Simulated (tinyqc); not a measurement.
Worked calculation: valley-orbit splitting of a donor ground state, with strain. Computed by tinyqc, a small Python program that keeps every step. Command: `OMP_NUM_THREADS=1 python tinyqc.py 3019083 3019084 out.jsonl valleyorbit walk`. One thread of a shared host (Intel(R) Xeon(R) Processor @ 2.30GHz), about 0.01 s of CPU time with the checks. Intermediate numbers are printed to about 7 digits and carried at full precision; extremes and crossings named in words are read from the listed rows.

The basis is the 1s envelope in each valley; energies are counted from the unstrained conduction-band edge. The strain is e_s (a a^T - 1/3) for the unit stress axis a, so valley j along n_j moves by Xi_u e_s w_j with w_j = (n_j.a)^2 - 1/3: +2/3 for [111], -2/9 for the others.

Inputs (values chosen for the exercise, for a model many-valley semiconductor): single-valley binding energy E_0 = 7.99 meV; central-cell shift Lambda = 0.37 meV; coupling Delta_1 = 0.49 meV; shear deformation potential Xi_u = 16.1 eV; shear strain e_s = 4.1e-05; temperature T = 30 K; donor density N_D = 2.8e+16 cm^-3; density-of-states mass of one valley m_e = 0.224 m_0.

Valleys: four along <111>. Stress axis: [111].

Constants: k_B = 8.617333262e-05 eV/K; m_0 = 9.1093837015e-31 kg; k_B = 1.380649e-23 J/K; h = 6.62607015e-34 J s.

## Levels without strain

By symmetry: E(A1) = E_0 + Lambda + 3 Delta_1 (one state), E(T2) = E_0 + Lambda - Delta_1 (three), as binding energies.

E(A1) = 9.83 meV

E(T2) = 7.87 meV

Only A1 has all valley amplitudes in phase, so only it has weight at the nucleus.

## The valley matrix under strain

H_jj = -(E_0 + Lambda) + Xi_u e_s w_j; H_jk = -Delta_1 between any two valleys.

H (meV), rows [111], [1-1-1], [-11-1], [-1-11]:
$$\begin{pmatrix}
-7.919933 & -0.490000 & -0.490000 & -0.490000 \\
-0.490000 & -8.506689 & -0.490000 & -0.490000 \\
-0.490000 & -0.490000 & -8.506689 & -0.490000 \\
-0.490000 & -0.490000 & -0.490000 & -8.506689
\end{pmatrix}$$

## Levels and ground state under strain

Diagonalise H; the ground vector has positive components. The density at the nucleus, and so the contact hyperfine coupling, scales as (sum_j c_j)^2/(number of valleys), which is 1 without strain; the envelopes are held fixed.

levels (meV): [-9.858292, -8.016689, -8.016689, -7.548330]

valley amplitudes of the ground state: [111] 0.4010858, [1-1-1] 0.5288762, [-11-1] 0.5288762, [-1-11] 0.5288762

hyperfine ratio A/A_0 = 0.9877522

The valleys that move down hold 83.9 % of the ground state, against 75.0 % without strain.

## Binding energy under strain

The binding energy is counted from the lowest valley edge, min_j Xi_u e_s w_j; the gap is from the ground state to the next level.

binding energy under strain = 9.711603 meV

gap to the first excited state = 1.841603 meV

## Populations and ionisation

z = sum over levels of exp(-(E - E_ground)/k_B T), the ground-state share being 1/z; N_c = 2 (2 pi m_e k_B T/h^2)^(3/2) sum_j exp(-(shift_j - lowest shift)/k_B T); n1 = N_c/(2 z) exp(-binding/k_B T), binding = lowest shift - E_ground; without compensation n = 2 N_D/(1 + sqrt(1 + 4 N_D/n1)) (Boltzmann statistics; p and higher states left out).

partition sum z = 2.390174

share of neutral donors in the ground state = 0.4183795

N_c = 3.194321e+17 cm^-3

n1 = 1.561139e+15 cm^-3

free electrons n = 5.876846e+15 cm^-3

Caution: at this donor density neighbouring orbits begin to overlap and the depth shrinks, which a fixed level leaves out.

## Strain dependence

The contact hyperfine ratio is A/A_0 = (sum_j c_j)^2/(number of valleys), c_j the valley amplitudes of the ground state; binding from the lowest valley edge.

Against strain:
```
e_s        Xi_u e_s (w_max - w_min) (meV)  binding (meV)  gap to next level (meV)      A/A_0
-3.30e-04                       -4.722667       8.543463                 4.109593  0.4511712
-1.20e-04                       -1.717333       8.916652                 1.850638  0.7975551
-4.10e-05                       -0.586756       9.427805                 1.742367  0.9782640
-1.20e-05                       -0.171733       9.704146                 1.880025  0.9984330
1.20e-05                         0.171733       9.789766                 1.919766  0.9986841
4.10e-05                         0.586756       9.711603                 1.841603  0.9877522
1.20e-04                         1.717333       9.584821                 1.714821  0.9422167
3.30e-04                         4.722667       9.463629                 1.593629  0.8631418
```

A/A_0 falls for either sign of strain, to 0.451 and 0.863 at the ends; its limits are the shares of the valleys that end up lowest, 1/4 under compression and 3/4 under tension. Near zero strain A/A_0 changes in second order, the binding in first. The binding energy drops from 9.83 meV to 8.54 and 9.46 meV, since fewer valleys share the valley-orbit gain.

## Do the excited 1s states matter for ionisation?

No strain here. The last two columns set z = 1, with the A1 depth, or use one level at E_0 with z equal to the number of valleys.

Ionised share:
```
T (K)         z  all 1s states  ground state alone  no splitting
5.7    1.055481   3.097689e-05        3.182459e-05  1.035512e-04
9.5    1.273738   2.261549e-03        2.552013e-03  3.922987e-03
14.0   1.590952   1.849096e-02        2.326639e-02  2.491821e-02
21.0   2.015645   8.365758e-02        1.166160e-01  9.796168e-02
29.0   2.369310   1.949049e-01        2.830997e-01  2.141563e-01
46.0   2.829713   4.363099e-01        6.102747e-01  4.550728e-01
76.0   3.224068   7.040893e-01        8.623279e-01  7.145206e-01
```

z grows from 1.055 to 3.22 of at most 4. Leaving out the excited states overstates the ionised share by up to 45.3 % (at 29.0 K); ignoring the splitting misses by a factor 3.34 at the lowest T and 1.01 at the highest.

Checks made by the program: symmetry formulas against diagonalisation (relative difference below 1e-10).
